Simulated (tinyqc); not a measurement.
Hueckel theory of the pi electrons with the omega technique, for the molecule OC=C1C=CC=C1 (SMILES; centres numbered as the heavy atoms are written), step by step. One step of it, computed by the program tinyqc.

Problem. Orbitals, round 1. Diagonalise; E = alpha + x beta with beta < 0, so the largest x are filled first; degenerate levels share their electrons. P = sum n_i c_ri c_si; each orbital has its largest coefficient positive (the first on a tie).

Hueckel matrix in units of beta (H = alpha + beta A), order 1O, 2C, 3C, 4C, 5C, 6C, 7C:
$$\begin{pmatrix}
2.160000 & 0.680000 & 0.000000 & 0.000000 & 0.000000 & 0.000000 & 0.000000 \\
0.680000 & 0.000000 & 1.000000 & 0.000000 & 0.000000 & 0.000000 & 0.000000 \\
0.000000 & 1.000000 & 0.000000 & 1.000000 & 0.000000 & 0.000000 & 1.000000 \\
0.000000 & 0.000000 & 1.000000 & 0.000000 & 1.000000 & 0.000000 & 0.000000 \\
0.000000 & 0.000000 & 0.000000 & 1.000000 & 0.000000 & 1.000000 & 0.000000 \\
0.000000 & 0.000000 & 0.000000 & 0.000000 & 1.000000 & 0.000000 & 1.000000 \\
0.000000 & 0.000000 & 1.000000 & 0.000000 & 0.000000 & 1.000000 & 0.000000
\end{pmatrix}$$

pi electrons, sum of z_r less the charge = 8

Give: x values; occupations; coefficients; charge and bond-order matrix P.

Solution.

x values: [2.4380, 2.0370, 0.9207, 0.6180, -0.3596, -1.6180, -1.8762]

occupations: [2.0000, 2.0000, 2.0000, 2.0000, 0.0000, 0.0000, 0.0000]

coefficients, order 1O, 2C, 3C, 4C, 5C, 6C, 7C:
$$\begin{pmatrix}
0.8557 & -0.4145 & -0.2259 & 0.0000 & -0.2023 & 0.0000 & 0.0632 \\
0.3499 & 0.0750 & 0.4117 & 0.0000 & 0.7496 & 0.0000 & -0.3750 \\
0.2712 & 0.4346 & 0.5326 & 0.0000 & -0.1320 & 0.0000 & 0.6607 \\
0.1556 & 0.4052 & 0.0394 & 0.6015 & -0.3511 & -0.3717 & -0.4322 \\
0.1082 & 0.3907 & -0.4964 & 0.3717 & 0.2582 & 0.6015 & 0.1503 \\
0.1082 & 0.3907 & -0.4964 & -0.3717 & 0.2582 & -0.6015 & 0.1503 \\
0.1556 & 0.4052 & 0.0394 & -0.6015 & -0.3511 & 0.3717 & -0.4322
\end{pmatrix}$$

charge and bond-order matrix P, order 1O, 2C, 3C, 4C, 5C, 6C, 7C:
$$\begin{pmatrix}
1.9102 & 0.3507 & -0.1369 & -0.0874 & 0.0855 & 0.0855 & -0.0874 \\
0.3507 & 0.5950 & 0.6934 & 0.2020 & -0.2744 & -0.2744 & 0.2020 \\
-0.1369 & 0.6934 & 1.0922 & 0.4785 & -0.1304 & -0.1304 & 0.4785 \\
-0.0874 & 0.2020 & 0.4785 & 1.1035 & 0.7584 & -0.1360 & -0.3438 \\
0.0855 & -0.2744 & -0.1304 & 0.7584 & 1.0979 & 0.5451 & -0.1360 \\
0.0855 & -0.2744 & -0.1304 & -0.1360 & 0.5451 & 1.0979 & 0.7584 \\
-0.0874 & 0.2020 & 0.4785 & -0.3438 & -0.1360 & 0.7584 & 1.1035
\end{pmatrix}$$
